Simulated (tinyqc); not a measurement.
What moves the results: donor level screened by free carriers (Yukawa potential). A value that a table varies takes the place of the one given here.

Potential -(q/(eps r)) exp(-ks r), q = e^2/(4 pi eps0). In units Ry* = Ry m/eps^2 and a* = a0 eps/m the problem is [-Laplacian - 2 exp(-x r)/r] psi = E psi with x = ks a*.

Converged values use 18 functions exp(-z r), z = 1.55^i, i = -11 to 6: S = 2/A^3, H = z_i z_j S - 2/(A + x)^2, A = z_i + z_j.

Screening wave number: Debye ks^2 = 4 pi q n/(eps kB T); Thomas-Fermi ks^2 = 6 pi q n/(eps EF) with EF = c (3 pi^2 n/gv)^(2/3)/m, c = hbar^2/2m0; the two are joined by 1/ks^2 = sqrt(1/ks_D^4 + 1/ks_TF^4). 1e18/cm^3 = 1e-6/angstrom^3, q = e^2/(4 pi eps0).

Constants: e^2/(4 pi eps0) = 14.39964547 eV angstrom; kB = 8.617333262e-05 eV/K; hbar^2/2m0 = 3.80998211 eV angstrom^2; Ry = 13.60569312 eV; a0 (Bohr radius) = 0.5291772105 angstrom.

Values chosen for the exercise (near those of a donor in InP, with one mean mass; not measured data):
```
symbol  value                                                unit         meaning
xs      (0.04, 0.13, 0.27, 0.43, 0.74, 0.87, 1.01)                        values of x
m       0.083                                                m0           mass
eps     12.1                                                              dielectric constant
gv      1                                                                 valleys
T       200                                                  K            temperature
nl      (0.00015, 0.0005, 0.0015, 0.005, 0.015, 0.05, 0.15)  x 1e18/cm^3  densities
n       0.005                                                x 1e18/cm^3  free-carrier density
```

## Towards the loss of the bound state

First order (-1 + 2x), one-parameter (minimum of z^2 - 8 z^3/(2z + x)^2) and converged 1s energies in Ry*, and the mean radius in a*; a dash marks an unbound result.

Results:
```
x     first order  trial function  converged   <r>
0.04      -0.9200         -0.9223    -0.9223  1.50
0.13      -0.7400         -0.7634    -0.7635  1.52
0.27      -0.4600         -0.5542    -0.5546  1.59
0.43      -0.1400         -0.3628    -0.3648  1.72
0.74            -         -0.1102    -0.1203  2.32
0.87            -         -0.0441    -0.0595  2.93
1.01            -               -    -0.0184  4.56
```

What does this show, and why?

First order loses the state at x = 0.5, the trial function reaches zero energy at x = 1.00, and the exact limit is 1.19. The radius starts at 1.5 a*, grows slowly at first (1.59 at x = 0.27), then steadily, and swells towards the end (4.6 at 1.01), where a single exponential fails: the binding vanishes as the square of the distance from 1.19.

## Binding against carrier density

Ry* = 7.7131 meV
a* = 77.145 angstrom

x from the joined ks; converged 1s binding (dash: x above 1.17, at or past the limit 1.19 where the state unbinds).

Results:
```
n (1e18/cm^3)  EF/kB T  1/ks (angstrom)      x  binding (meV)  n^(1/3) a*
0.00015           0.01           2771.9  0.028           7.29       0.041
0.00050           0.02           1518.2  0.051           6.96       0.061
0.0015            0.03            876.6  0.088           6.44       0.088
0.0050            0.07            480.4  0.161           5.51       0.132
0.015             0.16            277.9  0.278           4.20       0.190
0.050             0.35            153.8  0.502           2.27       0.284
0.15              0.72             92.3  0.836           0.57       0.410
```

How do the results move?

The binding falls from 7.3 to 0.6 meV (bare value 7.7); it passes half the bare value between 0.015 and 0.05 x 1e18/cm^3. The level is still bound in the last row. x grows with exponent 0.50 in n at the start and 0.46 at the end (1/2 for Debye, 1/6 for Thomas-Fermi screening). The level survives to n^(1/3) a* = 0.41, past the 0.26 of the Mott rule, which corresponds to x = 1 for one valley with degenerate screening; here the level lasts until x = 1.19, the screening is at most the degenerate value, and overlap of donors is left out.

## What each parameter does

Ry* = Ry m/eps^2, a* = a0 eps/m, x = ks a* with the joined ks; converged binding. Each row changes one parameter from the base and keeps the others.

Results:
```
case                    1/ks (angstrom)      x  binding in Ry*  binding (meV)
base                              480.4  0.161           0.714           5.51
n = 0.0025 x 1e18/cm^3            679.1  0.114           0.791           6.10
T = 260 K                         547.6  0.141           0.746           5.75
m = 0.093 m0                      480.3  0.143           0.742           6.41
eps = 11.1                        460.1  0.154           0.725           6.64
gv = 2                            480.2  0.161           0.714           5.51
```

What can be read from the table?

The largest shifts from the base row, up to three for each result and ties (the steps differ in size, so this ranks the rows, not the parameters). 1/ks (angstrom): n +198.7, T +67.2, eps -20.3. x: n -0.047, T -0.020, m -0.017; unchanged at the printed digits by gv. binding in Ry*: n +0.077, T +0.032, m +0.028; unchanged at the printed digits by gv. binding (meV): eps +1.14, m +0.90, n +0.59; unchanged at the printed digits by gv.

Run: tinyqc, `OMP_NUM_THREADS=1 python tinyqc.py 1252076 1252077 out.jsonl`; Intel(R) Xeon(R) Processor @ 2.30GHz, one thread, shared host; about 0.01 s of CPU time with all checks.
